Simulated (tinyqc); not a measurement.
# MOSFET in the linear regime without short-channel effects, parameter extraction from computed curves, step by step

Program tinyqc, `OMP_NUM_THREADS=1 python tinyqc.py 2210151 2210152 out.jsonl`; Intel Xeon 2.30GHz, shared host, one thread, about 0.01 s. Printed values are rounded.

Inversion charge Q = Cox n Vt W0(exp((Vg - VT)/(n Vt))), W0 the Lambert function and n = nf; u = Q/Cox; mobility mu = mu0/(1 + th1 u + th2 u^2); channel resistance Rch = (L - dL)/(W mu Q); Id = Vd/(Rch + Rsd/W). Cox = eps0 eox/tox. Small Vd, no channel-length or drain effects.

Inputs (values chosen for the exercise); channel values of the order met in silicon transistors: temperature T = 400 K; relative permittivity of the gate insulator (close to silicon dioxide) eox = 3.9; insulator thickness tox = 1 nm; low-field mobility mu0 = 190 cm^2/(V s); first mobility attenuation factor th1 = 0.45 1/V; second mobility attenuation factor th2 = 0 1/V^2; threshold voltage VT = 0.22 V; body factor nf = 1.13; gate width W = 0.5 um; drawn gate length L = 0.19 um; drawn less effective length dL = 0.014 um; source plus drain resistance Rsd = 200 ohm um; drain voltage Vd = 0.01 V.

Constants: q = 1.602176634e-19 C, kB = 1.380649e-23 J/K, Vt = kB T/q, eps0 = 8.8541878128e-14 F/cm where lengths are in cm. Results are converted to the units shown.

## Transfer curve

```
point,Vg (V)
0,-0.08
1,0.07
2,0.22
3,0.37
4,0.52
5,0.67
6,0.82
7,0.97
8,1.12
9,1.27
10,1.42
11,1.57
```

u, mu, Rch and Id as defined.

```
point,u (V),mu (cm^2/(V s)),Rch (ohm),Id (uA)
0,1.75926e-5,189.998,3.04965e7,3.27903e-4
1,8.10918e-4,189.931,6.61847e5,0.0151001
2,0.0220904,188.130,24528.3,0.401150
3,0.109677,181.064,5133.15,1.80729
4,0.230712,172.129,2566.87,3.37055
5,0.363053,163.318,1719.20,4.71877
6,0.500544,155.071,1313.28,5.83677
7,0.640915,147.468,1078.52,6.76350
8,0.783111,140.491,926.526,7.53849
9,0.926559,134.091,820.460,8.19363
10,1.07092,128.213,742.407,8.75345
11,1.21597,122.804,682.645,9.23663
```

## Threshold and mobility at the peak transconductance

gm_i = (Id_(i+1) - Id_(i-1))/(Vg_(i+1) - Vg_(i-1)); at the point j of largest gm the tangent meets the axis at V_ext = Vg_j - Id_j/gm_j; field-effect mobility gm_j L/(W Cox Vd) with the drawn L.

```
point,gm (uS)
1,1.33608
2,5.97397
3,9.89801
4,9.70494
5,8.22071
6,6.81577
7,5.67240
8,4.76709
9,4.04988
10,3.47668
```

j = 3
V_ext = 0.187409 V
field-effect mobility = 108.923 cm^2/(V s)

V_ext is 33 mV below the model VT, and the mobility so found is 47 % below mu0 L/(L - dL) = 205 cm^2/(V s), the value for the drawn L; attenuation, series resistance and the slow approach of Q to a straight line all lower the peak gm.

## The Y function

Y_i = Id_i/sqrt(gm_i). For Id = beta Vd x/(1 + th x), x = Vg - VT, Y = sqrt(beta Vd) x whatever th. Slope s from points 7 and 10; VT_Y = Vg - Y/s at point 10; beta = s^2/Vd; mobility beta L/(W Cox) with the drawn L; th* = (beta Vd x/Id - 1)/x at point 10.

```
point,Y (uA^0.5 V^0.5)
1,0.0130637
2,0.164125
3,0.574452
4,1.08194
5,1.64579
6,2.23571
7,2.83980
8,3.45269
9,4.07151
10,4.69458
```

s = 4.12172 uA^0.5 V^-0.5
VT_Y = 0.281015 V
beta = 1698.86 uA/V^2
mobility from Y = 186.951 cm^2/(V s)
th* = 1.06281 1/V

The mobility from Y is 8.9 % below mu0 L/(L - dL) = 205 cm^2/(V s), which it should reach in deep inversion when th2 = 0. th* compares with th1 + mu0 Cox Rsd/(L - dL) = 1.20 1/V, since series resistance enters like th1.
